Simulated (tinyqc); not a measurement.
Strong pi bonds keep dimers flat: buckled dimers of a reconstructed (001) surface, two dangling bonds a dimer.

In a dimer one atom moves up by z and the other down by z; the dangling bond of the up atom (more s-like) falls by gm z and that of the down atom rises by gm z. With all dimers tilted alike: H(k) = [[-gm z - 2 ta cos k, -tp - 2 tx cos k], [., gm z - 2 ta cos k]], k along the row in 1/a. Two electrons a dimer fill the lowest N of the 2N levels on the mesh k_j = (j + 1/2) pi/N. Total energy a dimer: W(z) = (2/N) sum of the filled levels + kf z^2. Repulsion between electrons is left out.

Inputs chosen for the exercise (of the size met on Si(001); not measured data): ta = 0.14 eV (coupling between like atoms along the row); tx = 0 eV (diagonal coupling along the row); gm = 2.01 eV/angstrom (shift of a dangling bond with height); kf = 6.7 eV/angstrom^2 (force constant of buckling); N = 16 (k points).

tp is varied; z minimises W on 0 to 1 angstrom; gap on 201 points; charge moved: the mean of gm z/sqrt((gm z)^2 + h^2) over the mesh, h the off-diagonal element.

Against tp:
```
tp (eV)  z (angstrom)  gain (eV)  gap (eV)  charge moved (e)
0.10           0.2958     0.2397    0.6460             0.986
0.30           0.2602     0.1523    0.6460             0.867
0.45           0.1997     0.0388    0.6460             0.666
0.60           0.0299     0.0000    0.6460             0.100
0.80           0.0000     0.0000    1.0400             0.000
1.00           0.0000     0.0000    1.4400             0.000
1.30           0.0000     0.0000    2.0400             0.000
1.60           0.0000     0.0000    2.6400             0.000
```

Give the missing row, tp (eV) = 0.20.

Computed row:
```
tp (eV)  z (angstrom)  gain (eV)  gap (eV)  charge moved (e)
0.20           0.2830     0.2168    0.6460             0.943
```

Dimers buckle for tp up to 0.6 eV among these rows; for an isolated dimer the limit is gm^2/kf = 0.603 eV. While buckled, the splitting, on average over k, stays near 2 gm^2/kf = 1.206 eV whatever tp is, and beyond the limit it follows 2 tp; the gap is smaller by the width of the bands, about 4 ta = 0.56 eV.

Run: tinyqc, `OMP_NUM_THREADS=1 python tinyqc.py 1482892 1482893 out.jsonl`; Intel(R) Xeon(R) Processor @ 2.30GHz, one thread, shared host; about 0.03 s of CPU time with all checks.
